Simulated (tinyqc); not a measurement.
Global model of a low-pressure process discharge: electron temperature, density, ion flux and ion energy: one step, computed by the program tinyqc. Command: `OMP_NUM_THREADS=1 python tinyqc.py 3110451 3110452 out.jsonl plasma walk`. One thread of a shared host (Intel(R) Xeon(R) Processor @ 2.30GHz), about 0.01 s of CPU time with the checks.

Maxwellian electrons with temperature T_e in eV, one positive ion, no negative ions, uniform bulk density n; rate constants have the Arrhenius form.

Problem. Geometry factors. n_g = p/(k_B T_g); lambda_i = 1/(n_g sigma); h_L = 0.86/sqrt(3 + L/(2 lambda_i)), h_R = 0.8/sqrt(4 + R/lambda_i); A_eff = 2 pi R^2 h_L + 2 pi R L h_R; d_eff = pi R^2 L/A_eff.

Inputs (values chosen for the exercise, of the order of those of an inductive discharge in a simple atomic gas):
```
quantity                     value  unit
ion-neutral cross section  8.1e-19   m^2
pressure p                    0.78    Pa
gas temperature T_g            600     K
radius R                       8.6    cm
height L                       9.9    cm
```

Constants: k_B = 1.380649e-23 J/K.

Give: gas density n_g; ion mean free path; h_L; h_R; A_eff; d_eff.

Solution.

gas density n_g = 9.416e+19 1/m^3

ion mean free path = 1.311 cm

h_L = 0.3304

h_R = 0.2462

A_eff = 285.2 cm^2

d_eff = 8.064 cm
